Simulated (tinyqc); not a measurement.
Band bending at a free surface with one surface level, surface photovoltage and Kelvin probe: two steps of the calculation.

n-type bulk, xi = Ec - EF = Vt ln(Nc/Nd), p0 = ni^2/Nd, ni = sqrt(Nc Nv) exp(-Eg/(2 Vt)), Eg in volts. b is the upward band bending, u = b/Vt. Space charge per area, in units of q: Qc = sign(b) sqrt((2 eps0 eps_r Vt/q) [(Nd + dn)(exp(-u) - 1) + Nd u + (p0 + dn)(exp(u) - 1)]), with dn the excess density under light (flat quasi-Fermi levels; 0 in the dark). The level holds -Ns f, f = 1/(1 + exp((xi + b - Es)/Vt)). Neutrality: Qc + Qf + (charge of the states) = 0.

Inputs (values chosen for the exercise); band and dielectric values close to those of gallium arsenide:
```
symbol    value   unit                                    meaning
T           300      K                                temperature
Eg         1.42     eV                                   band gap
eps_r      12.7                             relative permittivity
Nc      4.49e17  cm^-3     conduction-band density of states at T
Nv      8.94e18  cm^-3        valence-band density of states at T
Nd       4.5e16  cm^-3                              donor density
Qf       4.9e10  cm^-2       fixed positive charge at the surface
Ns       7.2e12  cm^-2  density of an acceptor-like surface level
Es         0.65     eV        its depth below the conduction edge
dn       1.3e14  cm^-3         excess carrier density under light
```

Constants: q = 1.602176634e-19 C, kB = 1.380649e-23 J/K, Vt = kB T/q, eps0 = 8.8541878128e-14 F/cm where lengths are in cm. Results are converted to the units shown.

Problem 1. Charges against band bending. Evaluate Qc, the surface charge Qf - Ns f and their sum in the dark; the root lies where the sum changes sign.

| point | b (V) |
|---|---|
| 0 | 0.195 |
| 1 | 0.325 |
| 2 | 0.454 |
| 3 | 0.584 |
| 4 | 0.714 |
| 5 | 0.844 |
| 6 | 0.974 |

Find: Qc; surface charge; sum.

Solution 1.

| point | Qc (cm^-2) | surface charge (cm^-2) | sum (cm^-2) |
|---|---|---|---|
| 0 | 3.269e11 | -7.151e12 | -6.824e12 |
| 1 | 4.347e11 | -7.151e12 | -6.716e12 |
| 2 | 5.200e11 | -7.115e12 | -6.595e12 |
| 3 | 5.938e11 | -4.003e12 | -3.410e12 |
| 4 | 6.593e11 | -1.119e10 | 6.481e11 |
| 5 | 7.189e11 | 4.860e10 | 7.675e11 |
| 6 | 7.739e11 | 4.900e10 | 8.229e11 |

The sum rises steadily with b, so there is one root; bisection gives b = 0.64912 V.

Problem 2. Surface photovoltage. Under chopped light the surface charge keeps its dark value, so b falls to bL with Qc(bL, dn) = Qc(b, 0); the photovoltage is b - bL. Qc rises with b, so bL follows by bisection.

converged b = 0.64911984 V

Find: bL; photovoltage; share of b removed; excess holes at the surface, dn exp(bL/Vt).

Solution 2.

bL = 0.22357 V
photovoltage = 425.55 mV
share of b removed = 65.557 %
excess holes at the surface, dn exp(bL/Vt) = 7.4099e17 cm^-3

tinyqc, about 0.01 s, one thread, Intel Xeon 2.30GHz (shared host): `OMP_NUM_THREADS=1 python tinyqc.py 2430111 2430112 out.jsonl`
